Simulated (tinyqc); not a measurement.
Inside a calculation. Method: Pariser-Parr-Pople SCF with singles CI, for the molecule Nc1cnc2[nH]cnc2n1 (SMILES; centres numbered as the heavy atoms are written). One step of it, computed by the program tinyqc.

Problem. Iteration 2: Fock matrix. F_rr = H_rr + P_rr gamma_rr / 2 + sum_(s != r) P_ss gamma_rs; F_rs = H_rs - P_rs gamma_rs / 2; E = tr P (H + F) / 2 + core repulsion sum_(r<s) z_r z_s gamma_rs.

P after iteration 1, order 1N, 2C, 3C, 4N, 5C, 6N, 7C, 8N, 9C, 10N:
```
[[1.721705, 0.518886, -0.194433, -0.081622, 0.176561, -0.048816, -0.077989, 0.103475, -0.011744, -0.326508],
 [0.518886, 0.974488, 0.508228, -0.006007, -0.213161, 0.085273, 0.082842, -0.121063, -0.048182, 0.623273],
 [-0.194433, 0.508228, 1.048700, 0.737532, -0.161517, -0.123418, 0.177112, 0.050433, -0.253399, 0.082133],
 [-0.081622, -0.006007, 0.737532, 1.115789, 0.553781, -0.090554, -0.115218, 0.046213, 0.053477, -0.303790],
 [0.176561, -0.213161, -0.161517, 0.553781, 1.113021, 0.481260, -0.227652, -0.116350, 0.519890, -0.005390],
 [-0.048816, 0.085273, -0.123418, -0.090554, 0.481260, 1.444037, 0.609317, -0.295848, -0.198177, 0.094534],
 [-0.077989, 0.082842, 0.177112, -0.115218, -0.227652, 0.609317, 1.051221, 0.687796, -0.117936, -0.124303],
 [0.103475, -0.121063, 0.050433, 0.046213, -0.116350, -0.295848, 0.687796, 1.274173, 0.546030, -0.126575],
 [-0.011744, -0.048182, -0.253399, 0.053477, 0.519890, -0.198177, -0.117936, 0.546030, 1.007150, 0.546366],
 [-0.326508, 0.623273, 0.082133, -0.303790, -0.005390, 0.094534, -0.124303, -0.126575, 0.546366, 1.249715]]
```

core matrix H (eV), order 1N, 2C, 3C, 4N, 5C, 6N, 7C, 8N, 9C, 10N:
```
[[-57.719792, -1.980000, 0.000000, 0.000000, 0.000000, 0.000000, 0.000000, 0.000000, 0.000000, 0.000000],
 [-1.980000, -55.990816, -2.110000, 0.000000, 0.000000, 0.000000, 0.000000, 0.000000, 0.000000, -2.220000],
 [0.000000, -2.110000, -52.724747, -2.220000, 0.000000, 0.000000, 0.000000, 0.000000, 0.000000, 0.000000],
 [0.000000, 0.000000, -2.220000, -56.789721, -2.220000, 0.000000, 0.000000, 0.000000, 0.000000, 0.000000],
 [0.000000, 0.000000, 0.000000, -2.220000, -58.830716, -1.980000, 0.000000, 0.000000, -2.110000, 0.000000],
 [0.000000, 0.000000, 0.000000, 0.000000, -1.980000, -63.673606, -1.980000, 0.000000, 0.000000, 0.000000],
 [0.000000, 0.000000, 0.000000, 0.000000, 0.000000, -1.980000, -51.467719, -2.220000, 0.000000, 0.000000],
 [0.000000, 0.000000, 0.000000, 0.000000, 0.000000, 0.000000, -2.220000, -55.275997, -2.220000, 0.000000],
 [0.000000, 0.000000, 0.000000, 0.000000, -2.110000, 0.000000, 0.000000, -2.220000, -57.655250, -2.220000],
 [0.000000, -2.220000, 0.000000, 0.000000, 0.000000, 0.000000, 0.000000, 0.000000, -2.220000, -58.097618]]
```

repulsion gamma_rs (eV), order 1N, 2C, 3C, 4N, 5C, 6N, 7C, 8N, 9C, 10N:
```
[[16.800000, 5.923282, 4.166979, 3.068008, 2.752700, 2.237959, 2.060315, 2.413725, 3.040955, 4.217908],
 [5.923282, 11.130000, 5.347034, 3.941119, 3.517391, 2.763332, 2.429919, 2.873712, 3.871896, 5.476517],
 [4.166979, 5.347034, 11.130000, 5.477100, 3.871896, 2.991948, 2.429946, 2.662323, 3.517605, 3.940987],
 [3.068008, 3.941119, 5.477100, 12.300000, 5.474933, 4.057928, 2.953336, 3.024684, 3.940626, 3.626052],
 [2.752700, 3.517391, 3.871896, 5.474933, 11.130000, 5.922692, 4.046721, 4.121538, 5.347034, 3.940419],
 [2.237959, 2.763332, 2.991948, 4.057928, 5.922692, 16.800000, 5.924104, 4.424840, 4.368795, 3.144047],
 [2.060315, 2.429919, 2.429946, 2.953336, 4.046721, 5.924104, 11.130000, 5.478760, 4.046743, 2.953453],
 [2.413725, 2.873712, 2.662323, 3.024684, 4.121538, 4.424840, 5.478760, 12.300000, 5.476707, 3.861141],
 [3.040955, 3.871896, 3.517605, 3.940626, 5.347034, 4.368795, 4.046743, 5.476707, 11.130000, 5.475138],
 [4.217908, 5.476517, 3.940987, 3.626052, 3.940419, 3.144047, 2.953453, 3.861141, 5.475138, 12.300000]]
```

Centres (angstrom, eV; a flat drawing with bonds scaled to 1.40 angstrom):
```
centre          x          y  core charge z          W   gamma_rr
1N      -3.206000   0.690000              2  25.600000  16.800000
2C      -1.887000   0.221000              1  11.160000  11.130000
3C      -1.633000  -1.155000              1  11.160000  11.130000
4N      -0.314000  -1.624000              1  14.100000  12.300000
5C       0.752000  -0.715000              1  11.160000  11.130000
6N       2.140000  -0.899000              2  25.600000  16.800000
7C       2.743000   0.364000              1  11.160000  11.130000
8N       1.729000   1.328000              1  14.100000  12.300000
9C       0.498000   0.661000              1  11.160000  11.130000
10N     -0.822000   1.130000              1  14.100000  12.300000
```

Give: F; pi energy.

Solution.

F (eV), order 1N, 2C, 3C, 4N, 5C, 6N, 7C, 8N, 9C, 10N:
```
[[-9.8214, -3.5168, 0.4051, 0.1252, -0.2430, 0.0546, 0.0803, -0.1249, 0.0179, 0.6886],
 [-3.5168, -5.4998, -3.4688, 0.0118, 0.3749, -0.1178, -0.1006, 0.1739, 0.0933, -3.9267],
 [0.4051, -3.4688, -5.3480, -4.2398, 0.3127, 0.1846, -0.2152, -0.0671, 0.4457, -0.1618],
 [0.1252, 0.0118, -4.2398, -7.6486, -3.7360, 0.1837, 0.1701, -0.0699, -0.1054, 0.5508],
 [-0.2430, 0.3749, 0.3127, -3.7360, -5.9326, -3.4052, 0.4606, 0.2398, -3.4999, 0.0106],
 [0.0546, -0.1178, 0.1846, 0.1837, -3.4052, -10.5455, -3.7848, 0.6545, 0.4329, -0.1486],
 [0.0803, -0.1006, -0.2152, 0.1701, 0.4606, -3.7848, -6.0527, -4.1041, 0.2386, 0.1836],
 [-0.1249, 0.1739, -0.0671, -0.0699, 0.2398, 0.6545, -4.1041, -7.2393, -3.7152, 0.2444],
 [0.0179, 0.0933, 0.4457, -0.1054, -3.4999, 0.4329, 0.2386, -3.7152, -4.6212, -3.7157],
 [0.6886, -3.9267, -0.1618, 0.5508, 0.0106, -0.1486, 0.1836, 0.2444, -3.7157, -7.1696]]
```

pi energy = -180.6779 eV
